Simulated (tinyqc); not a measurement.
# FinFET, parasitic resistance, capacitance and delay: effects of single changes

Nf fins under one contact; each has gated perimeter p = 2 Hf + Wf and cross-section A = Hf Wf; contact width Wc = Nf pf, stack height Hs = Hf. Contact length Lc = CPP - Lg - 2 Lsp, shared by two neighbouring gates. Source and drain sides are equal. The formulas are first-order estimates, not field solutions.

Inputs (values chosen for the exercise); values close to those of silicon logic devices:
```
symbol,value,unit,meaning
T,300,K,temperature
Nf,3,,number of fins
Hf,35,nm,fin height
Wf,7,nm,fin width
pf,42,nm,fin pitch
CPP,42,nm,contacted gate pitch
Lg,16,nm,gate length
Lsp,4,nm,spacer length
ks,3.3,,relative permittivity of the spacer
Hc,20,nm,gate height above the channel stack
rc,3.2e-9,ohm cm^2,contact resistivity
re,0.00042,ohm cm,resistivity of the source-drain epitaxy
te,15,nm,current-carrying depth of the epitaxy
rx,0.0016,ohm cm,resistivity of the extension
Lov,2,nm,gate overlap
Cinv,3.6,uF/cm^2,inversion capacitance
vx,1e7,cm/s,injection velocity
mu,280,cm^2/(V s),apparent mobility
VT,0.2,V,threshold at zero drain voltage
dl,0.042,V/V,barrier lowering
n,1.16,,subthreshold factor
Cw,0.2,fF,wire load
Vdd,0.6,V,supply voltage
```

Constants: q = 1.602176634e-19 C, kB = 1.380649e-23 J/K, eps0 = 8.8541878128e-12 F/m, Vt = kB T/q. Results are converted to the units shown.

Each table varies one quantity; the others keep the values above.

## Effect of the contacted gate pitch

Epitaxy sheet resistance Rsh = re/te, transfer length LT = sqrt(rc/Rsh), contact Rc = [sqrt(rc Rsh)/Wc] coth(Lc/(2 LT)); extension of one fin Rx = rx Lsp/A. With N fins: gate Cg = Cinv p N Lg; per side, plate Cp = ks eps0 [Wc (Hs + Hc) - N A]/Lsp, top fringe Cf = (2/pi) ks eps0 Wc ln(1 + Lg/(2 Lsp)), overlap Co = Cinv p N Lov. One fin: I = p Q vx u/(1 + |u|^1.8)^(1/1.8), Q = Cinv n Vt ln(1 + exp((Vg' - VT + dl Vd')/(n Vt))), u = Vd' mu/(vx Lg), Vg' = Vgs - v, Vd' = Vds - 2 v, with the drop on each side v = Rc (sum of I) + Rx I. Ieff = [I(Vgs = Vdd, Vds = Vdd/2) + I(Vdd/2, Vdd)]/2, total currents. With Cs = Cp + Cf + Co, the load of an inverter of two such devices driving an equal one is CL = 2 (Cg + 2 Cs) + 4 Cs + Cw (own drains counted twice for the Miller effect); delay CL Vdd/(2 Ieff).

The same in every row: Rx/N (ohm) = 87.07; CL (aF) = 981.8.

Effect of the contacted gate pitch:
```
CPP (nm),Rc (ohm),Ieff (uA),delay (ps)
36,427.7,137.5,2.142
42,288.8,155.8,1.891
48,220.5,165.6,1.779
54,180.3,171.6,1.717
60,154.2,175.6,1.678
66,136.1,178.4,1.651
72,123.0,180.5,1.632
78,113.3,182.1,1.618
```

What does the table show?

As CPP goes from 36 to 78 nm, Ieff rises from 137 to 182 uA, CL stays at 982 aF and the delay falls from 2.14 to 1.62 ps. Only the contact length changes, so the capacitance stays and the pitch acts through Rc.

## Effect of the wire load

Same model as above.

The same in every row: Rc (ohm) = 288.8; Rx/N (ohm) = 87.07; Ieff (uA) = 155.8.

Result of one run:
```
Cw (fF),CL (aF),delay (ps)
2,2782,5.357
```

What becomes of these results when the wire load Cw is changed from 2 to 0.43 fF, all else the same?

Result of the changed run:
```
Cw (fF),CL (aF),delay (ps)
0.43,1212,2.334
```

The whole series:
```
Cw (fF),CL (aF),delay (ps)
0.02,801.8,1.544
0.043,824.8,1.588
0.093,874.8,1.685
0.2,981.8,1.891
0.43,1212,2.334
0.93,1712,3.296
2,2782,5.357
```

As Cw goes from 0.02 to 2 fF, Ieff stays at 156 uA, CL rises from 802 to 2780 aF and the delay rises from 1.54 to 5.36 ps.

## Effect of the supply voltage

Same model as above.

The same in every row: Rc (ohm) = 288.8; Rx/N (ohm) = 87.07; CL (aF) = 981.8.

Effect of the supply voltage:
```
Vdd (V),Ieff (uA),delay (ps)
0.45,88.93,2.484
0.55,133.0,2.030
0.65,178.8,1.784
0.75,225.4,1.633
0.85,272.2,1.533
0.95,319.3,1.461
```

Read the table: what changes, and by how much?

As Vdd goes from 0.45 to 0.95 V, Ieff rises from 88.9 to 319 uA, CL stays at 982 aF and the delay falls from 2.48 to 1.46 ps.

Program tinyqc, `OMP_NUM_THREADS=1 python tinyqc.py 2170162 2170163 out.jsonl`; Intel Xeon 2.30GHz, shared host, one thread, about 0.04 s.
